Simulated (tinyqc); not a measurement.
Inside a calculation. Method: empirical pseudopotential in a few plane waves. Computed by tinyqc, a small Python program that keeps every step. Settings: plane-wave index or count = 15. Command: `OMP_NUM_THREADS=1 python tinyqc.py 26020 26021 out.jsonl` (the two numbers bound the seeds that draw the settings). One thread of a shared host (Intel(R) Xeon(R) Processor @ 2.60GHz), about 0.2 s of CPU time with the checks.

## Bloch Hamiltonian at k

Parameters chosen for this model: fcc lattice, atoms at +/- a/8 (1,1,1); form factors in rydberg at |G|^2 in units of (2 pi/a)^2:
```
parameter                 value      unit
a                      6.230000  angstrom
VS(3)                 -0.256000        Ry
VS(8)                 -0.008000        Ry
VS(11)                 0.082000        Ry
VA(3)                         0        Ry
VA(4)                         0        Ry
VA(11)                        0        Ry
hbar^2/2m (2 pi/a)^2   3.875311        eV
```

k point k (2 pi / a): 0.01000  0.04000  0.50000

Basis: the 15 shortest G (labels in 2 pi/a), the same at every k. H(G,G') = c |k + G|^2 delta + VS(|G-G'|^2) cos((G-G').tau) + i VA sin((G-G').tau), tau = a/8 (1,1,1); 1 Ry = 13.605693 eV.

H(k) at k (eV), lower triangle:
```
          +0+0+0    -1-1-1    -1-1+1    -1+1-1    -1+1+1    +1-1-1    +1-1+1    +1+1-1
+0+0+0   0.97542
-1-1-1   2.46289   8.33851
-1-1+1  -2.46289   0.00000  16.08913
-1+1-1  -2.46289   0.00000  -0.10885   8.95856
-1+1+1  -2.46289   0.10885   0.00000   0.00000  16.70918
+1-1-1  -2.46289   0.00000  -0.10885  -0.10885   0.00000   8.49352
+1-1+1  -2.46289   0.10885   0.00000   0.00000  -0.10885   0.00000  16.24414
+1+1-1  -2.46289   0.10885   0.00000   0.00000  -0.10885   0.00000  -0.10885   9.11357
+1+1+1   2.46289   0.00000   0.10885   0.10885   0.00000   0.10885   0.00000   0.00000
-2+0+0   0.00000  -2.46289  -2.46289  -2.46289   2.46289   0.78890  -0.78890  -0.78890
+0-2+0   0.00000  -2.46289  -2.46289   0.78890  -0.78890  -2.46289   2.46289  -0.78890
+0+0-2   0.00000  -2.46289   0.78890  -2.46289  -0.78890  -2.46289  -0.78890   2.46289
+0+0+2   0.00000  -0.78890   2.46289  -0.78890  -2.46289  -0.78890  -2.46289   0.78890
+0+2+0   0.00000  -0.78890  -0.78890   2.46289  -2.46289  -0.78890   0.78890  -2.46289
+2+0+0   0.00000  -0.78890  -0.78890  -0.78890   0.78890   2.46289  -2.46289  -2.46289

          +1+1+1    -2+0+0    +0-2+0   +0+0-2    +0+0+2    +0+2+0    +2+0+0
+1+1+1  16.86419
-2+0+0  -0.78890  16.32165
+0-2+0  -0.78890  -0.10885  15.85661
+0+0-2  -0.78890  -0.10885  -0.10885  8.72604
+0+0+2  -2.46289   0.10885   0.10885  0.00000  24.22728
+0+2+0  -2.46289   0.10885   0.00000  0.10885  -0.10885  17.09671
+2+0+0  -2.46289   0.00000   0.10885  0.10885  -0.10885  -0.10885  16.63167
```

## Levels at k

Diagonalise the Hermitian matrix.

eigenvalues (eV): -2.53657  3.13742  6.23486  6.24716  10.51419  10.53544  13.58194  13.64100  14.38730  16.69338  17.98527  19.26194  22.00525  22.06146  26.89612

## Bands along a path

The same steps at evenly spaced points between the labelled ones.

Bands along the path (eV), lowest eight:
```
k           band 1   band 2   band 3   band 4    band 5    band 6    band 7    band 8
L         -1.48433  1.37424  6.58602  6.58602   9.18832  13.04659  13.04659  15.59574
L-G 0.25  -2.10515  2.14617  6.50822  6.50822   9.17562  12.78574  12.78574  14.49803
L-G 0.50  -2.74809  3.50789  6.60036  6.60036   9.22462  12.46117  12.46117  12.55898
L-G 0.75  -3.17334  5.16835  6.76331  6.76331   8.57733  11.66916  11.97719  11.97719
G         -3.31946  6.84726  6.84726  6.84726   7.08560  11.73478  11.73478  11.73478
G-X 0.25  -3.12379  4.96817  6.63226  6.63226   9.01159  11.19179  12.27728  12.27728
G-X 0.50  -2.54138  3.14905  6.24318  6.24318  10.50957  10.51351  13.64671  13.64671
G-X 0.75  -1.58614  1.54430  6.01315  6.01315  10.25508  10.45340  15.50359  15.51446
X         -0.28099  0.18872  6.10400  6.10400   9.95554  10.55523  17.74763  17.74763
```

With 4 band(s) filled, the highest filled level on these points lies at G and the lowest empty one at G: a gap of 0.2383 eV, direct. This holds for the small fixed basis; with all plane waves up to |k + G|^2 = 21 (2 pi/a)^2 the gap along the path is 1.51 eV.

## Convergence with the number of plane waves

Levels at G counted from the fourth one.

Levels (eV):
```
plane waves    level 1  level 5  level 8
9            -15.05424        0        0
15           -10.16672  0.23834  4.88752
27            -9.35238  1.10069  4.55158
51            -9.13516  1.49011  4.93809
59            -9.22848  1.52723  4.73535
65            -9.26589  1.52723  4.69847
89            -9.22905  1.52420  4.71662
```
